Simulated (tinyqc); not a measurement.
Worked calculation: valence-band anticrossing with a localised impurity level. Values are carried at full precision from step to step, so a last printed digit may differ when a step is redone from the rounded ones.

Host valence band EM(k) = al x - c k^2/mM, c = hbar^2/2m0, coupled to a flat level EI by V = C sqrt(x): H = [[EM, V], [V, EI]], E+/- = (EM + EI)/2 +/- sqrt((EM - EI)^2/4 + V^2). The host weight of a state at E is f = 1/(1 + V^2/(E - EI)^2), and its mass at k = 0 is mM/f. The gap is Eg - E+(0), the conduction edge staying at Eg.

Constants: hbar^2/2m0 = 3.80998211 eV angstrom^2.

Parameters, chosen for this exercise (host near GaAs; not measured data):
```
symbol  value   unit        meaning
Eg      1.529   eV          gap at Gamma to the s-like level
mM      0.43    m0          mass of the host band
EI      -0.316  eV          impurity level, from the valence top of the host
C       1.55    eV          coupling
al      0.66    eV          linear shift of the host edge
x       0.016               impurity fraction
k       0.068   1/angstrom  wave vector
```

## The two levels at k = 0

Give EM, V, both levels, their host weights, the gap and the mass of the band at the gap.

EM(0) = 0.0106 eV
V = 0.1961 eV

E-, E+ (eV): -0.4079  0.1024

host weights: 0.1800  0.8200

gap = 1.4266 eV
mass of E+ = 0.5244 m0

The gap is 102 meV below that of the host, 64 meV per 1 % of impurity. V/|EM - EI| = 0.60; second-order perturbation theory would shift the host level by V^2/(EM - EI) = +118 meV, the exact shift is +92 meV.

## The levels at one k

Fill in the matrix and give levels and weights.

H (eV):
```
             host  impurity
host      -0.0304    0.1961
impurity   0.1961   -0.3160
```

E-, E+ (eV): -0.4158  0.0693

host weights: 0.2056  0.7944

## Dispersion

Seven points from k = 0 to 0.3 1/angstrom.

Levels (eV):
```
k (1/angstrom)       EM       E-       E+  host weight of E+
0.000            0.0106  -0.4079   0.1024              0.820
0.050           -0.0116  -0.4120   0.0844              0.807
0.100           -0.0780  -0.4264   0.0323              0.759
0.150           -0.1888  -0.4585  -0.0463              0.654
0.200           -0.3439  -0.5265  -0.1334              0.465
0.250           -0.5432  -0.6562  -0.2030              0.249
0.300           -0.7869  -0.8578  -0.2451              0.116
```

E+ flattens towards EI = -0.316 eV, which it cannot cross: its width is bounded by 0.418 eV, of which 83 % is used up at the last point. The unmixed host band crosses EI at k = 0.1920 1/angstrom, where the splitting is smallest, 2V = 0.392 eV.

## Checks

- Closed form against diagonalisation: they agree to 1e-10 or better.
- Mass mM/f against the curvature of the band: both 0.5244.

(tinyqc, `OMP_NUM_THREADS=1 python tinyqc.py 1081297 1081298 out.jsonl`, Intel(R) Xeon(R) Processor @ 2.30GHz, 1 thread, shared host, about 0.01 s.)
